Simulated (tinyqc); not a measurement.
Lateral field, substrate current, probability of reaching the oxide barrier and hot-carrier lifetime of a silicon transistor (pseudo-two-dimensional and lucky-electron models): one step, computed by the program tinyqc. Command: `OMP_NUM_THREADS=1 python tinyqc.py 3014210 3014211 out.jsonl hotcar walk`. One thread of a shared host (Intel(R) Xeon(R) Processor @ 2.30GHz), about 0.01 s of CPU time with the checks.

Local-field models: a lucky carrier gains its energy at the peak field over a path free of collisions. Voltages are magnitudes.

Problem. Hot-carrier currents and lifetime. C_ox = 3.9 eps_0/t; F_sat = 2 v_s/mu; V_Dsat = V_ov F_sat L/(V_ov + F_sat L), V_ov = V_G - V_T; I_D/W = C_ox v_s (V_ov - V_Dsat). Scale length l = 0.22 t^(1/3) x_j^(1/2) (all in cm); F_m = sqrt(((V_D - V_Dsat)/l_e)^2 + F_sat^2), with l_e = l; length of the velocity-saturated region l_e ln((V_D - V_Dsat)/(l_e F_sat) + F_m/F_sat). Substrate current I_sub/I_D = (A_i/B_i)(V_D - V_Dsat) exp(-B_i/F_m); probability of reaching the oxide barrier exp(-phi_b/(e lambda F_m)); lifetime tau = (H/(I_D/W)) exp(phi_it/(e lambda F_m)).

Inputs (values chosen for the exercise, modelled on a silicon n-channel):
```
quantity                             value                      unit
channel length L                      1600                        nm
oxide thickness t                       40                        nm
junction depth x_j                     390                        nm
mobility mu                            410                cm^2/(V s)
saturation velocity v_s               0.85                  1e7 cm/s
threshold voltage V_T                  0.5                         V
gate voltage V_G                       3.4                         V
drain voltage V_D                      7.9                         V
ionisation prefactor A_i           1.7e+06                      1/cm
ionisation field B_i                  1.68                     MV/cm
hot-carrier mean free path lambda      8.2                        nm
oxide barrier phi_b                    3.1                        eV
interface-trap threshold phi_it        3.6                        eV
lifetime constant H                      3  s microampere/micrometre
```

Drain: abrupt.

Constants: eps_0 = 8.8541878128e-12 F/m.

Give: I_sub/I_D; substrate current I_sub/W; probability of reaching phi_b; lifetime tau; exponent m = phi_it/(e lambda B_i).

Solution.

I_sub/I_D = 0.01261

substrate current I_sub/W = 0.8165 microampere/micrometre

probability of reaching phi_b = 9.619e-07

lifetime tau = 4.501e+05 s

exponent m = phi_it/(e lambda B_i) = 2.613

Since both exponentials depend on 1/F_m, tau I_D scales about as (I_sub/I_D)^(-m) with m = 2.61, which lets I_sub serve as the monitor. The lifetime is 0.00143 times ten years (3.156e8 s).
